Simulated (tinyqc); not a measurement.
What moves the results: zigzag graphene nanoribbon in tight binding. A value that a table varies takes the place of the one given here.

A zigzag ribbon of N chains, sites A1, B1, A2, ..., BN across it. For each k it is a chain with bonds -2t cos(k/2) (A_n to B_n) and -t (B_n to A_(n+1)), and +D, -D on A and B. A1 and BN are the edge sites; the Dirac points project to k = 2 pi/3.

Inputs chosen for the exercise (near those used for graphene; shifted at random, so the results belong to these values and not to a real crystal): t = 2.72 eV (hopping); D = 0.06 eV (sublattice potential, +D on A and -D on B); Nw = 16 (chains, N of this table); k = 2.39 (k times the period sqrt3 acc); N = 4 (zigzag chains).

## The flat edge band

A ribbon of N = Nw chains: lowest positive level, next level, and weight on the two edge sites per state of the middle pair, along k.

Along k:
```
k/pi  2 cos(k/2)  lowest level (eV)  next (eV)  edge weight
0.50      1.4142            1.24569     1.5581        0.027
0.60      1.1756            0.64518     1.0407        0.053
0.65      1.0450            0.35251     0.8273        0.094
0.70      0.9080            0.12965     0.7304        0.208
0.75      0.7654            0.06200     0.8488        0.415
0.80      0.6180            0.06000     1.1387        0.618
0.85      0.4669            0.06000     1.5014        0.782
0.90      0.3129            0.06000     1.8950        0.902
0.95      0.1569            0.06000     2.3039        0.975
1.00      0.0000            0.06000     2.7207        1.000
```

Beyond k = 2 pi/3 the lowest level sinks towards D = 0.06 eV: it is within 1 meV of that from k/pi = 0.80 on. The edge weight grows from 0.21 at 0.70 to 1 at pi, where the chain breaks into dimers and the next level is sqrt(t^2 + D^2) = 2.7207 eV. So flat a band is sensitive to interactions, which this model leaves out; they matter once they exceed the splitting of the middle pair (2D, or for D = 0 only the small overlap of the two edges).

## Lowest level against width

D = 0; lowest positive level at the given k, and the estimate t x^N (1 - x^2), x = 2 cos(k/2) (a dash if x >= 1).

Level (eV):
```
N    matrix  estimate
2     1.056    0.6759
3    0.6492    0.4961
4    0.4296    0.3642
5    0.2960    0.2673
6    0.2090    0.1962
8    0.1082    0.1057
10  0.05745   0.05696
14  0.01655   0.01654
```

With x = 0.7340 < 1 the level falls exponentially: from N = 10 to 14 by a factor 0.288, against x^4 = 0.29.

## What each parameter does

The two lowest positive levels at k and the weight on the two edge sites per state of the middle pair. Each row changes one parameter from the base and keeps the others.

Results:
```
case          lowest (eV)  next (eV)  edge weight
base               0.4338     2.3209       0.5769
t = 2.856 eV       0.4550     2.4369       0.5769
N = 5              0.3021     1.9407       0.5331
D = 0.16 eV        0.4584     2.3256       0.5769
k = 2.29           0.5951     2.4376       0.5175
```

The largest shifts from the base row, up to three for each result and ties (the steps differ in size, so this ranks the rows, not the parameters). lowest (eV): k +0.1613, N -0.1317, D +0.0247. next (eV): N -0.3802, k +0.1167, t +0.1160. edge weight: k -0.0594, N -0.0439; unchanged at the printed digits by t and D.

Program tinyqc; command `OMP_NUM_THREADS=1 python tinyqc.py 1450780 1450781 out.jsonl`; about 0.01 s on one thread of a shared Intel(R) Xeon(R) Processor @ 2.30GHz.
